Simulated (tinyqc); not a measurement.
A log to judge: velocity overshoot from momentum and energy balance equations after a field step. Computed by tinyqc. Command: `OMP_NUM_THREADS=1 python tinyqc.py 3003762 3003763 out.jsonl overshoot walk`. One thread of a shared host (Intel(R) Xeon(R) Processor @ 2.30GHz), about 0.02 s of CPU time with the checks.

At t = 0 the field jumps from 0 to F in a uniform sample. v is the drift velocity and u = w - (3/2) k_B T the excess energy per carrier.

Inputs (values chosen for the exercise, modelled on electrons in germanium except for tau_E): effective mass m = 0.13 m_0; low-field mobility mu_0 = 3600 cm^2/(V s); saturation velocity v_s = 0.63 1e7 cm/s; energy relaxation time tau_E = 0.37 ps; field after the step F = 1.8 kV/cm; lattice temperature T = 300 K; time step dt = 520 fs.

Scheme: explicit Euler.

Constants: m_0 = 9.1093837015e-31 kg; e = 1.602176634e-19 C; k_B = 8.617333262e-05 eV/K.

Method:
- dv/dt = e F/m - v/tau_m(u), du/dt = e F v - u/tau_E, tau_m(u) = tau_0/(1 + c u), tau_0 = m mu_0/e, c = mu_0/(e tau_E v_s^2); this choice gives the steady state v (1 + mu_0 F v/v_s^2) = mu_0 F, which saturates at v_s. Steady velocity v = 2 mu_0 F/(1 + sqrt(1 + 4 (mu_0 F/v_s)^2)); u = e F v tau_E; carrier temperature T + 2u/(3 k_B), neglecting the drift energy m v^2/2.
- Step: v_new = v + dt (e F/m - v/tau_m(u)), u_new = u + dt (e F v - u/tau_E). Start v = u = 0; the distance adds dt (v + v_new)/2.
- Run to 8 times the larger of tau_E and tau_0, but at most 20001 steps, and stop early if |v| > 1000 v_s or u < -1/(2c); the run is accepted if the last v is within 0.5 % of the steady value.

Selected steps, the peak among them:
```
step  t (fs)  v (1e7 cm/s)      u (eV)  distance (nm)
1        520       1.26635   0.0000000        32.9251
2       1040       0.05794   0.0118530        67.3567
3       1560       0.88204  -0.0042629        91.7962
```

Can the last value be used, and what does the course show?

No. The run fails. Linearised at the steady state the two equations have the rates -0.0044 +/- 0.0019i per fs; the explicit step is stable only for dt < 2 |Re|/|rate|^2 = 382.2 fs, against dt = 520 fs. Reruns converge with time step dt = 52.0; or with scheme = implicit in the damping.
